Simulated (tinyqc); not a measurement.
Spin coating of a resist or spin-on film: centrifugal thinning, evaporation and the final thickness (Emslie and Meyerhofer models): one step, computed by the program tinyqc. Command: `OMP_NUM_THREADS=1 python tinyqc.py 3113920 3113921 out.jsonl spincoat walk`. One thread of a shared host (Intel(R) Xeon(R) Processor @ 2.30GHz), about 0.06 s of CPU time with the checks.

A Newtonian film stays uniform over the wafer; solvent and solids have the same density and the concentration is uniform through the thickness.

Question. The two-stage estimate. Meyerhofer estimate: flow rules until (1 - c0) K h^3 = e, then evaporation alone: h_w = (e/((1 - c0) K))^(1/3), dry film c0 h_w.

Inputs (values chosen for the exercise, of the order of those of a polymer resist in an ester solvent): solids volume fraction c0 = 0.18.

evaporation rate e = 0.1905256 micrometre/s

flow constant K = 5.663289e-04 1/(micrometre^2 s)

Give: wet thickness h_w; dry film, estimate; drying time (1 - c0) h_w/e.

Answer.

wet thickness h_w = 7.431 micrometre

dry film, estimate = 1338 nm

drying time (1 - c0) h_w/e = 31.98 s
